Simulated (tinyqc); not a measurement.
On-chip power grid, static voltage drop by conjugate gradients: one step of the calculation.

A grid of 4 rows and 3 columns, node k = 3 row + column. Neighbours in a row are joined by Rx, in a column by Ry; pad nodes, which reach the supply through Rp: 0, 2, 9, 11. Each node draws I0, node 11 draws kh I0. The drops u = Vdd - V solve G u = i, with G the conductance matrix (1/Rp added on the diagonal at pad nodes).

Question. Conjugate-gradient step. q = G p; a = (r.r)/(p.q); u(new) = u + a p; r(new) = r - a q; b = (r.r)(new)/(r.r); p(new) = r(new) + b p.

Values chosen for this exercise: resistance of a horizontal segment Rx = 0.27 ohm; resistance of a vertical segment Ry = 0.17 ohm; resistance from a pad node to the supply Rp = 0.055 ohm.

u after iteration 1 (mV):
```
           col 0      col 1      col 2
row 0  0.5332074  0.5332074  0.5332074
row 1  0.5332074  0.5332074  0.5332074
row 2  0.5332074  0.5332074  0.5332074
row 3  0.5332074  0.5332074  4.2656591
```

r after iteration 1 (mA):
```
           col 0      col 1       col 2
row 0   2.305320  12.000000    2.305320
row 1  12.000000  12.000000   12.000000
row 2  12.000000  12.000000   33.955598
row 3   2.305320  25.823895  -17.336932
```

p after iteration 1 (mA):
```
           col 0      col 1      col 2
row 0   5.639063  15.333743   5.639063
row 1  15.333743  15.333743  15.333743
row 2  15.333743  15.333743  37.289342
row 3   5.639063  29.157638   9.333014
```

Wanted: q; a; u after iteration 2; r after iteration 2; b; p after iteration 2.

Answer.

q (mA S):
```
        col 0    col 1   col 2
row 0    9.59    71.81    9.59
row 1   57.03     0.00  -72.12
row 2   57.03  -162.63  374.92
row 3  -41.60   241.85  -68.18
```

a = 0.15371 ohm

u after iteration 2 (mV):
```
        col 0   col 1   col 2
row 0  1.4000  2.8902  1.4000
row 1  2.8902  2.8902  2.8902
row 2  2.8902  2.8902  6.2649
row 3  1.4000  5.0150  5.7002
```

r after iteration 2 (mA):
```
       col 0    col 1    col 2
row 0  0.831    0.962    0.831
row 1  3.234   12.000   23.086
row 2  3.234   36.998  -23.673
row 3  8.700  -11.350   -6.857
```

b = 0.96022

p after iteration 2 (mA):
```
        col 0   col 1   col 2
row 0   6.245  15.686   6.245
row 1  17.958  26.724  37.810
row 2  17.958  51.722  12.133
row 3  14.115  16.647   2.105
```

Computed by the program tinyqc: `OMP_NUM_THREADS=1 python tinyqc.py 2770115 2770116 out.jsonl`, one thread of a shared Intel Xeon 2.30GHz, about 0.1 s for the whole run.
